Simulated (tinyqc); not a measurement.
Dopant redistribution at a moving silicon-oxide interface during parabolic oxidation. Inputs raised by 5 %, one at a time. Computed by tinyqc, a small Python program. Command: `OMP_NUM_THREADS=1 python tinyqc.py 3022519 3022520 out.jsonl segox sens`. One thread of a shared host (Intel(R) Xeon(R) Processor @ 2.30GHz), about 0.01 s of CPU time with the checks.

Uniformly doped silicon is oxidised with x_ox = sqrt(B t); the interface advances into the silicon by alpha x_ox, alpha = 0.44. The dopant does not move in the oxide, and at the interface C(silicon) = m C(oxide).

Inputs (values chosen for the exercise, modelled on boron in silicon under dry oxygen):

| quantity | value | unit |
|---|---|---|
| dopant prefactor D0 | 1.06 | cm^2/s |
| dopant activation energy E | 3.47 | eV |
| oxidation prefactor B0 | 774 | um^2/h |
| oxidation activation energy E_B | 1.24 | eV |
| segregation coefficient m = C(silicon)/C(oxide) | 0.26 | - |
| bulk doping C_B | 2.2e+15 | 1/cm^3 |
| temperature T | 1125 | C |
| time t | 7.6 | h |

Constants: k_B = 8.617333262e-05 eV/K.

Method:
- D = D0 exp(-E/(k_B T)), converted with 1 cm^2/s = 3.6e11 um^2/h; B = B0 exp(-E_B/(k_B T)); s = alpha sqrt(B/(4 D)), the interface advance over 2 sqrt(D t).
- Temperatures in kelvin are T(C) + 273.15.
- With the dopant diffusivity D and s = alpha x_ox/(2 sqrt(D t)), in the silicon C = C_B + (C_s - C_B) erfc(y/(2 sqrt(D t)))/erfc(s), y from the original surface. Dopant balance at the interface gives C_s/C_B = 1/[1 + (1/(m alpha) - 1) g], g = sqrt(pi) s exp(s^2) erfc(s).
- Consumed silicon held alpha x_ox C_B; the oxide holds x_ox times the dopant concentration in the oxide; the difference is the excess in the silicon; 1 um = 1e-4 cm.

Runs:

| input moved | from | to | ratio C_s/C_B | excess in the silicon (1/cm^2) | s | concentration in the oxide (1/cm^3) |
|---|---|---|---|---|---|---|
| base run | - | - | 0.4408 | -1.233e+11 | 0.1035 | 3.729e+15 |
| dopant prefactor D0 (cm^2/s) | 1.06 | 1.113 | 0.4461 | -1.254e+11 | 0.1010 | 3.775e+15 |
| dopant activation energy E (eV) | 3.47 | 3.6435 | 0.3001 | -7.019e+10 | 0.2127 | 2.540e+15 |
| oxidation prefactor B0 (um^2/h) | 774 | 812.7 | 0.4354 | -1.243e+11 | 0.1061 | 3.684e+15 |
| oxidation activation energy E_B (eV) | 1.24 | 1.302 | 0.4985 | -1.122e+11 | 0.0801 | 4.218e+15 |
| segregation coefficient m = C(silicon)/C(oxide) | 0.26 | 0.273 | 0.4544 | -1.203e+11 | 0.1035 | 3.662e+15 |
| time t (h) | 7.6 | 7.98 | 0.4408 | -1.264e+11 | 0.1035 | 3.729e+15 |

Exponents ln(y'/y) / ln(x'/x):

| input | ratio C_s/C_B | excess in the silicon | s | concentration in the oxide |
|---|---|---|---|---|
| dopant prefactor D0 | 0.248 | 0.334 | -0.500 | 0.248 |
| dopant activation energy E | -7.875 | -11.552 | 14.757 | -7.875 |
| oxidation prefactor B0 | -0.250 | 0.162 | 0.500 | -0.250 |
| oxidation activation energy E_B | 2.525 | -1.932 | -5.274 | 2.525 |
| segregation coefficient m = C(silicon)/C(oxide) | 0.626 | -0.507 | 0.000 | -0.374 |
| time t | 0.000 | 0.500 | 0.000 | 0.000 |

Which inputs matter most for each result?

Among the inputs moved here: ratio C_s/C_B answers most in size to dopant activation energy E (exponent -7.875), next to oxidation activation energy E_B (+2.525); its exponent is below 0.0005 for time t. Its exponent 0.000 in time t: both lengths grow as sqrt(t). Excess in the silicon answers most in size to dopant activation energy E (exponent -11.552), next to oxidation activation energy E_B (-1.932). Its exponent +0.500 in time t: the dose follows the oxide thickness. s answers most in size to dopant activation energy E (exponent +14.757), next to oxidation activation energy E_B (-5.274); its exponent is below 0.0005 for segregation coefficient m = C(silicon)/C(oxide), time t. Its exponent -0.500 in dopant prefactor D0: s scales as sqrt(B/D). Its exponent +0.500 in oxidation prefactor B0: s scales as sqrt(B/D). Concentration in the oxide answers most in size to dopant activation energy E (exponent -7.875), next to oxidation activation energy E_B (+2.525); its exponent is below 0.0005 for time t.

Caution (all rows): parabolic growth needs an oxide much thicker than the Deal-Grove length A, which fails for thin films and low temperatures; oxidation-enhanced or retarded diffusion is ignored.
